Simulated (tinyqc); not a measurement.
What moves the results: donor level screened by free carriers (Yukawa potential). A value that a table varies takes the place of the one given here.

Potential -(q/(eps r)) exp(-ks r), q = e^2/(4 pi eps0). In units Ry* = Ry m/eps^2 and a* = a0 eps/m the problem is [-Laplacian - 2 exp(-x r)/r] psi = E psi with x = ks a*.

Converged values use 18 functions exp(-z r), z = 1.55^i, i = -11 to 6: S = 2/A^3, H = z_i z_j S - 2/(A + x)^2, A = z_i + z_j.

Screening wave number: Debye ks^2 = 4 pi q n/(eps kB T); Thomas-Fermi ks^2 = 6 pi q n/(eps EF) with EF = c (3 pi^2 n/gv)^(2/3)/m, c = hbar^2/2m0; the two are joined by 1/ks^2 = sqrt(1/ks_D^4 + 1/ks_TF^4). 1e18/cm^3 = 1e-6/angstrom^3, q = e^2/(4 pi eps0).

Constants: e^2/(4 pi eps0) = 14.39964547 eV angstrom; kB = 8.617333262e-05 eV/K; hbar^2/2m0 = 3.80998211 eV angstrom^2; Ry = 13.60569312 eV; a0 (Bohr radius) = 0.5291772105 angstrom.

Parameters, chosen for this exercise (near those of a donor in GaN, with one mean mass; the results hold for these values, not for the real material):
- xs = (0.03, 0.1, 0.24, 0.48, 0.65, 0.94, 1.1) (values of x)
- m = 0.203 m0 (mass)
- eps = 9.4 (dielectric constant)
- gv = 1 (valleys)
- T = 400 K (temperature)
- nl = (0.036, 0.12, 0.36, 1.2, 3.6, 12, 36) x 1e18/cm^3 (densities)
- n = 1.2 x 1e18/cm^3 (free-carrier density)

## Towards the loss of the bound state

First order (-1 + 2x), one-parameter (minimum of z^2 - 8 z^3/(2z + x)^2) and converged 1s energies in Ry*, and the mean radius in a*; a dash marks an unbound result.

Results:

| x | first order | trial function | converged | <r> |
|---|---|---|---|---|
| 0.03 | -0.9400 | -0.9413 | -0.9413 | 1.50 |
| 0.10 | -0.8000 | -0.8141 | -0.8141 | 1.51 |
| 0.24 | -0.5200 | -0.5955 | -0.5958 | 1.57 |
| 0.48 | -0.0400 | -0.3121 | -0.3150 | 1.78 |
| 0.65 | - | -0.1691 | -0.1761 | 2.07 |
| 0.94 | - | -0.0176 | -0.0359 | 3.52 |
| 1.10 | - | - | -0.0046 | 8.28 |

First order loses the state at x = 0.5, the trial function reaches zero energy at x = 1.00, and the exact limit is 1.19. The radius starts at 1.5 a*, grows slowly at first (1.57 at x = 0.24), then steadily, and swells towards the end (8.3 at 1.10), where a single exponential fails: the binding vanishes as the square of the distance from 1.19.

## Binding against carrier density

Ry* = 31.2580 meV
a* = 24.504 angstrom

x from the joined ks; converged 1s binding (dash: x above 1.17, at or past the limit 1.19 where the state unbinds).

Results:

| n (1e18/cm^3) | EF/kB T | 1/ks (angstrom) | x | binding (meV) | n^(1/3) a* |
|---|---|---|---|---|---|
| 0.036 | 0.06 | 223.1 | 0.110 | 24.92 | 0.081 |
| 0.12 | 0.13 | 122.4 | 0.200 | 20.42 | 0.121 |
| 0.36 | 0.26 | 71.1 | 0.345 | 14.37 | 0.174 |
| 1.2 | 0.59 | 40.0 | 0.612 | 6.35 | 0.260 |
| 3.6 | 1.22 | 25.3 | 0.967 | 0.89 | 0.376 |
| 12 | 2.73 | 17.6 | 1.392 | - | 0.561 |
| 36 | 5.68 | 14.0 | 1.755 | - | 0.809 |

The binding falls from 24.9 to 0.9 meV (bare value 31.3); it passes half the bare value between 0.12 and 0.36 x 1e18/cm^3. The level is unbound, or bound by less than 0.001 Ry*, from 12 x 1e18/cm^3 on; as the density rises, it is lost by the time n^(1/3) a* reaches 0.56. x grows with exponent 0.50 in n at the start and 0.21 at the end (1/2 for Debye, 1/6 for Thomas-Fermi screening). The level survives to n^(1/3) a* = 0.38, past the 0.26 of the Mott rule, which corresponds to x = 1 for one valley with degenerate screening; here the level lasts until x = 1.19, the screening is at most the degenerate value, and overlap of donors is left out.

## What each parameter does

Ry* = Ry m/eps^2, a* = a0 eps/m, x = ks a* with the joined ks; converged binding. Each row changes one parameter from the base and keeps the others.

Results:

| case | 1/ks (angstrom) | x | binding in Ry* | binding (meV) |
|---|---|---|---|---|
| base | 40.0 | 0.612 | 0.203 | 6.35 |
| n = 1.8 x 1e18/cm^3 | 33.4 | 0.733 | 0.124 | 3.89 |
| T = 370 K | 38.7 | 0.633 | 0.188 | 5.88 |
| m = 0.227 m0 | 39.8 | 0.551 | 0.251 | 8.79 |
| eps = 8.6 | 38.3 | 0.585 | 0.224 | 8.35 |
| gv = 2 | 39.2 | 0.625 | 0.194 | 6.06 |

The largest shifts from the base row, up to three for each result and ties (the steps differ in size, so this ranks the rows, not the parameters). 1/ks (angstrom): n -6.6, eps -1.7, T -1.3. x: n +0.121, m -0.061, eps -0.027. binding in Ry*: n -0.079, m +0.048, eps +0.020. binding (meV): n -2.46, m +2.43, eps +2.00.

tinyqc: `OMP_NUM_THREADS=1 python tinyqc.py 1250377 1250378 out.jsonl`; about 0.01 s, one thread, shared Intel(R) Xeon(R) Processor @ 2.30GHz.
